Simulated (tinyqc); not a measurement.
# Metal-interlayer-semiconductor contact, depinning against tunnelling resistance: contact resistivity against the donor density

Zero bias, n-type semiconductor. Gap states at the semiconductor surface thin out as exp(-be ti), which unpins the barrier; electrons must then cross the interlayer (a rectangular barrier, no voltage drop across it) and the parabolic depleted layer, both by WKB. Energies E are counted from the Fermi level; no image force, parabolic bands.

S = 1/(1 + (1/S0 - 1) exp(-be ti)); phiB = S (phiM - chi) + (1 - S)(Eg - E0); xi = Ec - EF deep inside, from Nd = Nc F(-xi/Vt), F(x) = (2/sqrt(pi)) int_0^infinity sqrt(u) du/(1 + exp(u - x)); band bending U = phiB - xi; E00 = (hbar/2) sqrt(Nd/(eps0 eps_r mt m0)) in volts; A = 4 pi q mA m0 kB^2/h^3. With U = phiB - xi: for xi < E < phiB, y = (E - xi)/U and G1 = (U/E00) [sqrt(1 - y) - y ln((1 + sqrt(1 - y))/sqrt(y))], G1 = 0 above phiB; G2 = 2 ti sqrt(mi max(phiB + dE - E, 0)/C), C = hbar^2/(2 m0); f = 1/(1 + exp(E/Vt)); 1/rho_c = (A T^2/Vt^2) times the integral of exp(-G1 - G2) f over E from xi upwards. Shares under 0.001 % are printed as 0; rows without band bending are left out.

Inputs (values chosen for the exercise); semiconductor values close to those of silicon; interlayer mass of the order of that in lanthanum oxide, offset chosen freely:
```
symbol   value   unit                                                           meaning
T          300      K                                                       temperature
Eg        1.13     eV                                                          band gap
eps_r     11.4                                                    relative permittivity
chi       4.17     eV                                                 electron affinity
Nc      2.8e19  cm^-3                            conduction-band density of states at T
mt       0.191     m0                              tunnelling mass in the semiconductor
mA        2.06     m0                                                   Richardson mass
E0        0.36     eV                    charge-neutrality level above the valence band
S0        0.26                                        pinning factor without interlayer
phiM      4.05     eV                                               metal work function
ti         0.5     nm                                              interlayer thickness
dE        2.04     eV  conduction-band offset of the interlayer above the semiconductor
mi        0.29     m0                                 tunnelling mass in the interlayer
be         3.5   1/nm               decay constant of gap states through the interlayer
```

Constants: q = 1.602176634e-19 C, kB = 1.380649e-23 J/K, eps0 = 8.8541878128e-12 F/m, hbar = 1.054571817e-34 J s, h = 6.62607015e-34 J s, m0 = 9.1093837015e-31 kg, Vt = kB T/q, hbar^2/(2 m0) = 0.0380998212 eV nm^2. Results are converted to the units shown.

The same in every row: S = 0.669; phiB (eV) = 0.175.

Contact resistivity against the donor density:
```
Nd (cm^-3)  E00/Vt  rho_c (ohm cm^2)  rho_c with G2 = 0 (ohm cm^2)  peak of the integrand (eV)  share above phiB (%)
9.3e17       0.469           1.52e-5                       2.92e-7                       0.159                  30.5
2.1e18       0.705           8.49e-6                       1.60e-7                       0.136                  17.1
4.7e18        1.06           3.87e-6                       7.10e-8                      0.0986                  7.79
1.1e19        1.61           1.39e-6                       2.48e-8                      0.0540                  2.80
2.4e19        2.38           5.02e-7                       8.67e-9                      0.0222                  1.01
5.3e19        3.54           1.82e-7                       3.06e-9                    -0.00238                 0.366
1.2e20        5.33           7.04e-8                       1.15e-9                     -0.0230                 0.141
2.7e20        8.00           3.11e-8                      4.93e-10                     -0.0406                0.0625
6e20          11.9           1.57e-8                      2.38e-10                     -0.0555                0.0315
```

As Nd goes from 9.3e17 to 6e20, phiB stays at 0.175 eV and rho_c falls from 1.52e-5 to 1.57e-8 ohm cm^2. rho_c goes as Nd^(-0.71) between the first two rows and Nd^(-0.86) between the last two, while E00/Vt goes from 0.469 to 11.9 and the share above the barrier from 30.5 to 0.0315 %. The ratio of rho_c to its value with G2 = 0 runs from 52.0 to 65.8.

Range of the model: The depletion charge would drop about 0.057 V across such an interlayer (eps_r near 25) at ti = 0.5 nm and Nd = 8.5e19 cm^-3, against a band bending of 0.23 V; this model leaves that drop out.

tinyqc, about 0.02 s, one thread, Intel Xeon 2.30GHz (shared host): `OMP_NUM_THREADS=1 python tinyqc.py 2270049 2270050 out.jsonl`
